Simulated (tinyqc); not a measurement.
Comparisons within one model: impurity band of shallow donors (Hubbard estimate). A value that a table varies takes the place of the one given here.

Constants: e^2/(4 pi eps0) = 14.39964547 eV angstrom.

Values chosen for the exercise (near those of two donors in GaN; not measured data):
```
symbol  value                                       unit         meaning
a       22.4                                        angstrom     orbital radius
eps     9.4                                                      dielectric constant
Ns      (0.021, 0.053, 0.13, 0.32, 0.74, 1.6, 3.2)  x 1e18/cm^3  donor densities
R       169                                         angstrom     separation
```

## From lone donors to an impurity band

Donors on a simple cubic lattice of spacing R = N^(-1/3) (1/angstrom^3 = 1e24/cm^3), Ha* = q/(eps a), q = e^2/(4 pi eps0), x = R/a. Hopping t = Ha* (1 + x) exp(-x), band width B = 12 t, on-site repulsion U = (5/8) Ha*; the gap closes near B/U = 1.15. Valley factors and disorder are left out.

Results:
```
N (1e18/cm^3)  R (angstrom)  N^(1/3) a   t (meV)  B (meV)       B/U
0.021                 362.5      0.062  0.000110  0.00132  3.10e-05
0.053                 266.2      0.084   0.00607   0.0729   0.00171
0.13                  197.4      0.113    0.0999     1.20    0.0280
0.32                  146.2      0.153     0.753     9.04     0.212
0.74                  110.6      0.203      2.92     35.0     0.819
1.6                    85.5      0.262      7.25     86.9      2.03
3.2                    67.9      0.330      13.3      160      3.74
```

What can be read from the table?

B/U passes 1.15 between 0.74 and 1.6 x 1e18/cm^3; the root is x = 4.52, N^(1/3) a = 0.221, N = 0.96 x 1e18/cm^3, below the 1.6 that the empirical rule N^(1/3) a = 0.26 gives; the estimate is rough, since random positions, the overlap of the orbitals and screening are left out. While N grows by 152 times, t grows by 1.21e+05 times.

## What each parameter does (pair of shallow donors (hydrogen-like orbitals))

Each donor has the orbital exp(-r/a); energy unit Ha* = q/(eps a), q = e^2/(4 pi eps0), so that a lone donor is bound by Ha*/2; x = R/a. One electron: S = (1 + x + x^2/3) exp(-x), j = 1/x - (1 + 1/x) exp(-2x), k = (1 + x) exp(-x); levels E(+/-) = -1/2 - (j +/- k)/(1 +/- S) in Ha*, without the repulsion of the ions, split by D = |E(-) - E(+)|.

Two electrons, Heitler-London: with S' = (1 - x + x^2/3) exp(x), C = 1/x - exp(-2x)(1/x + 11/8 + 3x/4 + x^2/6), X = (1/5){exp(-2x)(25/8 - 23x/4 - 3x^2 - x^3/3) + (6/x)[S^2 (0.5772157 + ln x) + S'^2 Ei(-4x) - 2 S S' Ei(-2x)]}, Q = C - 2j + 1/x and A = X - 2 S k + S^2/x, the singlet and triplet lie at (Q +/- w A)/(1 +/- w S^2) from two lone donors, with the valley weight w = 1 (one valley); the exchange is J = triplet - singlet.

x, D = |E(-) - E(+)| and J. Each row changes one parameter from the base and keeps the others.

Results:
```
case                   x  D (meV)  J (micro-eV)
base               7.545   0.3544          4.66
a = 20.2 angstrom  8.366   0.1925          1.26
eps = 10.3         7.545   0.3234          4.25
R = 194 angstrom   8.661   0.1341         0.678
```

What does this show?

The largest shifts from the base row, up to three for each result and ties (the steps differ in size, so this ranks the rows, not the parameters). x: R +1.116, a +0.822; unchanged at the printed digits by eps. D (meV): R -0.220, a -0.162, eps -0.0310. J (micro-eV): R -3.98, a -3.41, eps -0.407.

Program tinyqc; command `OMP_NUM_THREADS=1 python tinyqc.py 1252619 1252620 out.jsonl`; about 0.01 s on one thread of a shared Intel(R) Xeon(R) Processor @ 2.30GHz.
